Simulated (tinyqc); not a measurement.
A ladder of methods, and size consistency: correlation methods against full CI in the sto-3g basis, for H6, spin multiplicity 1. Computed by the program tinyqc with PySCF. All electrons correlated; +Q is the Davidson correction (1 - c0^2) E_corr. The last columns treat two copies 100 angstrom apart as one system. FCI is the lowest singlet.

Geometry (angstrom):

| atom | x | y | z |
|---|---|---|---|
| H | 0.0000 | 0.0000 | 0.0000 |
| H | 0.0000 | 0.0000 | 0.9050 |
| H | 0.0000 | 0.0000 | 1.9910 |
| H | 0.0000 | 0.0000 | 2.8960 |
| H | 0.0000 | 0.0000 | 3.9820 |
| H | 0.0000 | 0.0000 | 4.8880 |

RHF energy of one = -3.211395 hartree

Correlation energies (hartree):

| method | E_corr of one | share of FCI (%) | E_corr of two at 100 angstrom | two minus twice one (mhartree) |
|---|---|---|---|---|
| MP2 | -0.053423 | 64.2610 | -0.106846 | 0.0000 |
| CISD | -0.080147 | 96.4072 | -0.151931 | 8.3644 |
| CISD+Q | -0.084823 | 102.0309 | -0.166944 | 2.7017 |
| CCSD | -0.082878 | 99.6914 | -0.165756 | 0.0000 |
| CCSD(T) | -0.083081 | 99.9364 | -0.166163 | 0.0000 |
| FCI | -0.083134 | 100.0000 | - | - |

What does the comparison show, and why?

MP2 recovers 64 %, CISD 96.4 % and CCSD 99.7 % of the FCI value (c0^2 = 0.942 in CISD). MP2 and coupled cluster are size consistent, so their last column vanishes; CISD loses 8.36 mhartree, since a double excitation on each copy is a quadruple of the pair, and the Davidson correction leaves +2.70.
